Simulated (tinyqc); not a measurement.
Model-solid line-up of a strained alloy layer on a substrate: one step. Offsets against the substrate material. Three cases, with inputs chosen for the exercise.

Problem. Give also the smallest gap across the interface, min Ec - max Ev.

dEc = Ec(substrate) - Ec(layer), dEv = Ev(layer) - Ev(substrate); positive values confine the carrier in the layer. Type I: both of one sign; type II: opposite signs; type III: the gaps do not overlap.

Give: dEc; dEv; type; smallest gap.

Case 1.

Values chosen (out of a larger set: A near InAs, B near GaAs, substrate near InP; not measured data): Eg_s = 1.445 eV (lowest gap of the substrate); Ev_s = -0.94 eV (substrate valence edge).

Ec and the three valence edges from the top (eV): 0.140761  -0.636878  -0.665564  -1.019212

Solution.

dEc = 0.3642 eV
dEv = 0.3031 eV

type: I

smallest gap = 0.7776 eV

Both carriers collect in the layer; the conduction band takes 55 % of the gap difference.

Case 2.

Values chosen (out of a larger set: A near InAs, B near AlAs, substrate near InAs; not measured data): Eg_s = 0.418 eV (lowest gap of the substrate); Ev_s = -0.59 eV (substrate valence edge).

Ec and the three valence edges from the top (eV): 0.227333  -0.633253  -0.816135  -1.119085

Solution.

dEc = -0.3993 eV
dEv = -0.0433 eV

type: I

smallest gap = 0.4180 eV

Both carriers collect in the substrate material; the conduction band takes 90 % of the gap difference. An offset this small is within the spread of parameter sets, so the type is not settled by this model. Where the alloy is indirect its X or L edge, left out, lies lower and changes dEc.

Case 3.

Values chosen (out of a larger set: A near AlAs, B near InAs, substrate near InAs; not measured data): Eg_s = 0.411 eV (lowest gap of the substrate); Ev_s = -0.59 eV (substrate valence edge).

Ec and the three valence edges from the top (eV): 0.056618  -0.665471  -0.789389  -1.113567

Solution.

dEc = -0.2356 eV
dEv = -0.0755 eV

type: I

smallest gap = 0.4110 eV

Both carriers collect in the substrate material; the conduction band takes 76 % of the gap difference. Where the alloy is indirect its X or L edge, left out, lies lower and changes dEc.

Computed by tinyqc, one run a case: `OMP_NUM_THREADS=1 python tinyqc.py N N+1 out.jsonl` with N = 1080130, 1080403, 1080429; one thread of a shared Intel(R) Xeon(R) Processor @ 2.30GHz, about 0.02 s a run at most.
